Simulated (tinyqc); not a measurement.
Input admittance of a MOSFET at zero drain bias: distributed channel and distributed gate: input impedance against frequency.

Source and drain grounded, strong inversion, w = 2 pi f, Cox = eps0 eox/tox. The channel is an RC line of resistance 1/(mu Cox Vo) per square fed from both ends, so one finger has the intrinsic admittance y = i w Cox L tanh(g)/g per width, g = (1/2) sqrt(i w tau), tau = L^2/(mu Vo). The vertical resistance rv/L is in series with y, the overlaps 2 i w Cov in parallel: y_t = 1/(1/y + rv/L) + 2 i w Cov. The gate strip is a line of Rsh/L per length loaded by y_t, so a finger has Y = y_t Wf tanh(k)/k, k = (Wf/sd) sqrt(y_t Rsh/L); the device has Nf Y.

Low-frequency limits, with c = Cox L and ct = c + 2 Cov: R_strip = Rsh Wf/(3 sd^2 L Nf), R_ch = (c/ct)^2 L/(12 mu Cox Vo Wf Nf), R_vert = (c/ct)^2 rv/(L Wf Nf), C = ct Wf Nf. Z = 1/(Nf Y) = R + 1/(i w C), Q = |Im Z|/R, far-point signal |1/cosh k|.

Inputs (values chosen for the exercise); values of the order met in silicon radio-frequency transistors: relative permittivity of the gate insulator (close to silicon dioxide) eox = 3.9; insulator thickness tox = 6.3 nm; channel length L = 0.8 um; finger width Wf = 1.6 um; number of fingers Nf = 16; channel mobility mu = 380 cm^2/(V s); gate overdrive Vo = 0.45 V; sheet resistance of the gate Rsh = 9.4 ohm/square; vertical resistivity of the gate stack rv = 0 ohm um^2; number of ends at which a finger is contacted sd = 2; overlap and fringe capacitance on each side Cov = 0.2 fF/um.

Constants: eps0 = 8.8541878128e-14 F/cm where lengths are in cm. Results are converted to the units shown.

The same in every row: low-frequency R (ohm) = 23.431.

Results:
```
f (GHz)     w tau        |k|  R (ohm)  C (fF)       Q  signal at the far point
0.2      0.047032  0.0067243   23.431  122.49  277.26                   1.0000
0.5       0.11758   0.010632   23.431  122.49  110.91                   1.0000
3         0.70548   0.026013   23.423  122.38  18.507                  0.99998
8          1.8813   0.042182   23.375  121.72  6.9922                  0.99987
20         4.7032   0.064179   23.088  117.88  2.9240                  0.99934
50         11.758   0.087560   21.485  100.13  1.4796                  0.99786
100        23.516    0.10244   17.564  72.751  1.2456                  0.99673
300        70.548    0.13840   8.4498  41.248  1.5221                  0.99479
```

Estimate the missing row, f = 1 GHz.

Computed row:
```
f (GHz)    w tau       |k|  R (ohm)  C (fF)       Q  signal at the far point
1        0.23516  0.015034   23.430  122.48  55.459                   1.0000
```

With this row back in the table: R falls from 23.4 to 8.45 ohm and C falls from 122 to 41.2 fF. Q goes as f^(-1.00) between the first two rows and f^(0.18) between the last two, where w tau = 70.5 and |k| = 0.138. The low-frequency limits hold both R and C within 5 % up to f = 20 GHz among the rows.

Computed by the program tinyqc: `OMP_NUM_THREADS=1 python tinyqc.py 2262177 2262178 out.jsonl`, one thread of a shared Intel Xeon 2.30GHz, about 0.01 s for the whole run.
